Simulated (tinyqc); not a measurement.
Current of a Schottky diode by thermionic-emission-diffusion theory, and its read-back from I-V-T and C-V data: one step, computed by the program tinyqc. Command: `OMP_NUM_THREADS=1 python tinyqc.py 3028649 3028650 out.jsonl schottky walk`. One thread of a shared host (Intel(R) Xeon(R) Processor @ 2.30GHz), about 0.01 s of CPU time with the checks.

Full ionisation, no tunnelling, no recombination current. V is the voltage across the junction itself, forward positive.

Problem. Barrier at the given bias. N_c(T) = N_c (T/300 K)^(3/2); V_bi = phi_0 - (k_B T/e) ln(N_c(T)/N); surface field F = sqrt(2 e N (V_bi - V - k_B T/e)/(eps eps_0)); image lowering d_phi = sqrt(e F/(4 pi eps eps_0)); effective barrier phi = phi_0 - d_phi - sigma^2 (1 - rho V)/(2 k_B T).

Inputs (values chosen for the exercise, modelled on n-type GaN):
```
quantity                                     value          unit
Richardson constant A*                        26.2  A/(cm^2 K^2)
effective density of states at 300 K, N_c  2.3e+18        1/cm^3
permittivity eps                               9.7             -
mobility mu                                    890    cm^2/(V s)
barrier without image force phi_0 (mean)     0.854            eV
doping N                                   1.1e+16        1/cm^3
junction voltage V                            0.32             V
temperature T                                  250             K
standard deviation sigma                        43           meV
relative change of sigma^2 with bias, rho      0.4           1/V
```

Barrier: Gaussian spread of heights.

Constants: k_B = 8.617333262e-05 eV/K; e = 1.602176634e-19 C; eps_0 = 8.8541878128e-12 F/m.

Give: built-in voltage V_bi; surface field F; image lowering; effective barrier phi.

Solution.

built-in voltage V_bi = 0.7448 V

surface field F = 40.68 kV/cm

image lowering = 24.57 meV

effective barrier phi = 0.7920 eV
